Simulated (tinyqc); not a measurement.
Worked calculation: UHF in the 3-21g basis, for H2-, spin multiplicity 2. The basis has no diffuse functions, so it cannot describe the extra electron: this is an exercise in the method, not the real anion. One step of it, computed by the program tinyqc.

Task: Iteration 2: diagonalisation and new density. A level shift of 1 hartree raises the virtual space: F + shift (S - S D(s) S), with D(s) the density of one spin. Diagonalise F' = X^T F X, C = X C', fill 2 alpha and 1 beta electrons from the bottom; D(s) = C_occ C_occ^T. Each column has its largest component positive (the first on a tie).

F(alpha) (hartree), lower triangle:
```
,1H 1s,1H 2s,2H 1s,2H 2s
1H 1s,0.523349
1H 2s,-0.253218,-0.021946
2H 1s,-0.231557,-0.220203,0.523349
2H 2s,-0.220203,-0.088767,-0.253218,-0.021946
```

F(beta) (hartree), lower triangle:
```
,1H 1s,1H 2s,2H 1s,2H 2s
1H 1s,0.775510
1H 2s,-0.087000,0.119743
2H 1s,-0.298370,-0.218986,0.775510
2H 2s,-0.218986,-0.049029,-0.087000,0.119743
```

X, lower triangle:
```
,1H 1s,1H 2s,2H 1s,2H 2s
1H 1s,1.239856
1H 2s,-0.482258,1.641098
2H 1s,-0.033714,0.029706,1.239856
2H 2s,0.029706,-0.660558,-0.482258,1.641098
```

D(alpha) after iteration 1, lower triangle:
```
,1H 1s,1H 2s,2H 1s,2H 2s
1H 1s,0.142335
1H 2s,0.367929,1.296062
2H 1s,0.017471,-0.174755,0.142335
2H 2s,-0.174755,-1.062555,0.367929,1.296062
```

D(beta) after iteration 1, lower triangle:
```
,1H 1s,1H 2s,2H 1s,2H 2s
1H 1s,0.070612
1H 2s,0.094320,0.125986
2H 1s,0.070612,0.094320,0.070612
2H 2s,0.094320,0.125986,0.094320,0.125986
```

overlap S, lower triangle:
```
,1H 1s,1H 2s,2H 1s,2H 2s
1H 1s,1.000000
1H 2s,0.645899,1.000000
2H 1s,0.219654,0.388991,1.000000
2H 2s,0.388991,0.735555,0.645899,1.000000
```

Give: F' = X^T F X; orbital energies; coefficients C; F' = X^T F X; orbital energies; coefficients C; D(alpha) after iteration 2; D(beta) after iteration 2.

Result:

F' = X^T F X (alpha) (hartree), lower triangle:
```
,1,2,3,4
1,1.727
2,-1.205,0.876
3,-0.199,-0.049,1.727
4,-0.049,-0.113,-1.205,0.876
```

orbital energies (alpha) (hartree): MO1 -0.166, MO2 0.210, MO3 2.458, MO4 2.705

coefficients C (alpha):
```
,MO1,MO2,MO3,MO4
1H 1s,0.250,0.203,0.876,-0.949
1H 2s,0.367,1.147,-0.670,1.210
2H 1s,0.250,-0.203,0.876,0.949
2H 2s,0.367,-1.147,-0.670,-1.210
```

F' = X^T F X (beta) (hartree), lower triangle:
```
,1,2,3,4
1,2.143
2,-0.839,1.336
3,-0.471,-0.361,2.143
4,-0.361,-0.528,-0.839,1.336
```

orbital energies (beta) (hartree): MO1 -0.035, MO2 1.632, MO3 2.515, MO4 2.846

coefficients C (beta):
```
,MO1,MO2,MO3,MO4
1H 1s,0.229,0.068,0.882,-0.968
1H 2s,0.383,1.305,-0.661,1.037
2H 1s,0.229,-0.068,0.882,0.968
2H 2s,0.383,-1.305,-0.661,-1.037
```

D(alpha) after iteration 2, lower triangle:
```
,1H 1s,1H 2s,2H 1s,2H 2s
1H 1s,0.104
1H 2s,0.325,1.451
2H 1s,0.022,-0.141,0.104
2H 2s,-0.141,-1.182,0.325,1.451
```

D(beta) after iteration 2, lower triangle:
```
,1H 1s,1H 2s,2H 1s,2H 2s
1H 1s,0.052
1H 2s,0.088,0.147
2H 1s,0.052,0.088,0.052
2H 2s,0.088,0.147,0.088,0.147
```
